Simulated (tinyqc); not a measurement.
Carrier statistics of a doped semiconductor with parabolic bands: sweeps and comparisons. A value that a table varies takes the place of the one given here.

Eg(T) = Eg0 - al T^2/(T + be); m_de = Mv^(2/3) (ml mt^2)^(1/3); m_dh = (mhh^(3/2) + mlh^(3/2))^(2/3); Nc and Nv from N = 2 (m kB T/(4 pi c))^(3/2) with c = hbar^2/2m0, in 1/angstrom^3; times 1e24 for 1/cm^3.

Energies are counted from Ev, so Ec = Eg. n = Nc F_1/2((EF - Eg)/kT), p = Nv F_1/2(-EF/kT), ND+ = ND/(1 + 2 exp((EF - Eg + ED)/kT)), NA- = NA/(1 + 4 exp((EA - EF)/kT)); neutrality asks p + ND+ = n + NA-. F_j(eta) = (1/Gamma(j + 1)) integral_0^infinity x^j dx/(1 + exp(x - eta)), which tends to exp(eta) for eta << 0.

Constants: hbar^2/2m0 = 3.80998211 eV angstrom^2; kB = 8.617333262e-05 eV/K.

Values chosen for the exercise (near those of GaN; not measured data):
- Eg0 = 3.479 eV (gap at 0 K)
- al = 0.000904 eV/K (Varshni alpha)
- be = 824 K (Varshni beta)
- ml = 0.199 m0 (longitudinal electron mass)
- mt = 0.199 m0 (transverse electron mass)
- Mv = 1 (equivalent valleys)
- mhh = 1.43 m0 (heavy-hole mass)
- mlh = 0.303 m0 (light-hole mass)
- ND = 1.7e+16 1/cm^3 (donors)
- NA = 4.1e+12 1/cm^3 (acceptors)
- ED = 0.0215 eV (donor level below Ec)
- EA = 0.177 eV (acceptor level above Ev)
- T = 250 K

## Temperature

Neutrality solved at each temperature; ni = sqrt(Nc Nv) exp(-Eg/2kT).

Carriers (1/cm^3):
```
T (K)  EF (eV)         n         p  majority / |ND - NA|        ni  Eg (eV)
30      3.4645  3.76e+14    <1e-99                0.0221    <1e-99   3.4780
50      3.4591  2.70e+15    <1e-99                 0.159    <1e-99   3.4764
77      3.4487  7.36e+15    <1e-99                 0.433  2.92e-96   3.4731
120     3.4259  1.25e+16    <1e-99                 0.736  4.44e-55   3.4652
200     3.3687  1.56e+16  3.32e-66                 0.917  2.28e-25   3.4437
300     3.2798  1.64e+16  3.76e-36                 0.967  2.49e-10   3.4066
450     3.1222  1.68e+16  9.34e-16                 0.986      3.96   3.3353
600     2.9442  1.69e+16  2.48e-05                 0.992  6.47e+05   3.2505
800     2.6849  1.69e+16  2.50e+03                 0.995  6.50e+09   3.1227
1000    2.4074  1.69e+16  2.11e+08                 0.997  1.89e+12   2.9834
```

What can be read from the table?

Ionisation is incomplete: the majority density is below 90 % of the net doping at 30, 50, 77 and 120 K, down to a share of 0.022. It is within 10 % of the net doping at 200, 300, 450, 600, 800 and 1000 K. The majority density never exceeds the net doping by 10 %; ni is 1.89e+12 1/cm^3 at 1000 K against a net doping of 1.70e+16. EF goes from 3.465 eV to 2.407 eV, where midgap is 1.492 eV and the intrinsic level (Boltzmann) 1.623 eV.

## Doping level

Only donors are present (NA = 0); eta is the distance of EF beyond the conduction edge in units of kT.

Neutral state:
```
ND (1/cm^3)  EF (eV)  majority (1/cm^3)  ionised share    eta
1.0e+14       3.2166           1.00e+14          1.000  -9.74
1.0e+15       3.2661           9.97e+14          0.997  -7.44
1.0e+16       3.3152           9.70e+15          0.970  -5.16
1.0e+17       3.3608           7.95e+16          0.795  -3.04
1.0e+18       3.3977           4.11e+17          0.411  -1.33
3.0e+18       3.4129           7.70e+17          0.257  -0.63
1.0e+19       3.4288           1.42e+18          0.142   0.11
3.0e+19       3.4434           2.32e+18          0.077   0.79
```

What can be read from the table?

The impurity level lies at 3.4049 eV. The ionised share falls from 1.000 to 0.077 as EF passes through it between 1e+18 and 3e+18 1/cm^3 (share 1/3 there); it is below one half from 1e+18 1/cm^3 on. Over the last two rows the doping grows threefold and the majority density by a factor 1.64. EF comes within 3 kT of the majority band edge from 1e+18 1/cm^3 on. Above roughly 7e+17 1/cm^3 (N^(1/3) a = 0.26, with the radius a = sqrt(c/(m E)) from the ionisation energy E and the mass (ml mt^2)^(1/3)) the levels merge with the band and real ionisation is complete; sharp levels then overstate freeze-out.

## What each input does

Neutrality solved anew for each case. Each row changes one parameter from the base and keeps the others.

Results:
```
case                  EF (eV)  n (1/cm^3)  p (1/cm^3)
base                   3.3262    1.62e+16    3.17e-48
T = 270 K              3.3081    1.63e+16    7.18e-43
ND = 3.4e+16 1/cm^3    3.3403    3.09e+16    1.65e-48
NA = 2.05e+12 1/cm^3   3.3262    1.62e+16    3.17e-48
Eg0 = 3.529 eV         3.3762    1.62e+16    3.11e-49
mt = 0.2388 m0         3.3225    1.63e+16    3.77e-48
mhh = 1.716 m0         3.3262    1.62e+16    4.07e-48
ED = 0.0323 eV         3.3256    1.57e+16    3.26e-48
```

What does this show?

The largest shifts from the base row, up to three for each result and ties (the steps differ in size, so this ranks the rows, not the parameters). EF (eV): Eg0 +0.0500, T -0.0181, ND +0.0140; unchanged at the printed digits by NA and mhh. n (1/cm^3): ND +1.48e+16, ED -4.67e+14, T +1.33e+14; unchanged at the printed digits by NA, Eg0 and mhh. p (1/cm^3): T +7.18e-43, Eg0 -2.85e-48, ND -1.52e-48; unchanged at the printed digits by NA.

Run: tinyqc, `OMP_NUM_THREADS=1 python tinyqc.py 1650770 1650771 out.jsonl`; Intel(R) Xeon(R) Processor @ 2.30GHz, one thread, shared host; about 0.01 s of CPU time with all checks.
